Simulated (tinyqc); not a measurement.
Ballistic Schottky-barrier transistor with a one-dimensional channel, WKB contacts: one step of the calculation.

Source Fermi level 0, drain Fermi level -Vd. Far from the contacts Ec = pn - psi, and the gate moves psi one to one; the band edges relax as exp(-x/lam) from pn at the source and pn - Vd at the drain; Ev = Ec - Eg. A carrier of energy w inside the channel band meets at a contact a barrier of height D (the contact edge beyond the channel edge): T = 1 for w >= D, else exp(-S), S = 4 lam sqrt(m/C) [sqrt(D - w) - sqrt(w) arctan sqrt((D - w)/w)], C = hbar^2/(2 m0). The two contacts combine as Ts Td/(Ts + Td - Ts Td).

Question. Current of the holes on a coarse grid. I = g (2 q^2/h) int T(w) [f(Es + w) - f(Ed + w)] dw, f(y) = 1/(1 + exp(y/Vt)). Electrons: Ds = psi, Dd = psi - Vd, Es = Ec, Ed = Ec + Vd. Holes: Ds = -psi, Dd = Vd - psi, Es = -Ev, Ed = -Ev - Vd. The size of each current is taken; both flow from drain to source and add. Simpson's rule on nE equally spaced w from 0 to wm.

Parameters, values chosen for the exercise; channel values close to those of a germanium nanowire: temperature T = 300 K; band gap Eg = 0.66 eV; barrier for electrons at both contacts pn = 0.5 eV; hole mass mp = 0.15 m0; valleys or subbands g = 2; screening length at the contacts lam = 3 nm; drain bias Vd = 0.5 V; band shift psi of the channel by the gate ps = -0.11 V; upper end of the grid wm = 0.79 eV; points of the grid nE = 17.

Constants: q = 1.602176634e-19 C, kB = 1.380649e-23 J/K, hbar = 1.054571817e-34 J s, h = 6.62607015e-34 J s, m0 = 9.1093837015e-31 kg, Vt = kB T/q, hbar^2/(2 m0) = 0.0380998212 eV nm^2. Results are converted to the units shown.

Wanted: w; Ts; Td; T; size of the supply difference; current.

Answer.

```
point	w (eV)	Ts	Td	T	size of the supply difference
0	0.0000	3.719e-4	8.388e-9	8.388e-9	0.8737
1	0.0494	0.2378	1.599e-5	1.599e-5	0.9790
2	0.0988	0.9141	2.317e-4	2.317e-4	0.9968
3	0.1481	1.000	0.001490	0.001490	0.9995
4	0.1975	1.000	0.006245	0.006245	0.9999
5	0.2469	1.000	0.01980	0.01980	0.9996
6	0.2963	1.000	0.05117	0.05117	0.9974
7	0.3456	1.000	0.1126	0.1126	0.9827
8	0.3950	1.000	0.2169	0.2169	0.8935
9	0.4444	1.000	0.3714	0.3714	0.5542
10	0.4938	1.000	0.5712	0.5712	0.1555
11	0.5431	1.000	0.7901	0.7901	0.02654
12	0.5925	1.000	0.9700	0.9700	0.004021
13	0.6419	1.000	1.000	1.000	5.976e-4
14	0.6913	1.000	1.000	1.000	8.854e-5
15	0.7406	1.000	1.000	1.000	1.311e-5
16	0.7900	1.000	1.000	1.000	1.942e-6
```

current = 5.422 uA

Range of the model: No scattering, image-force lowering, channel charge or band-to-band tunnelling; parabolic kappa overstates S deep in the gap.

Program tinyqc, `OMP_NUM_THREADS=1 python tinyqc.py 2390071 2390072 out.jsonl`; Intel Xeon 2.30GHz, shared host, one thread, about 0.05 s.
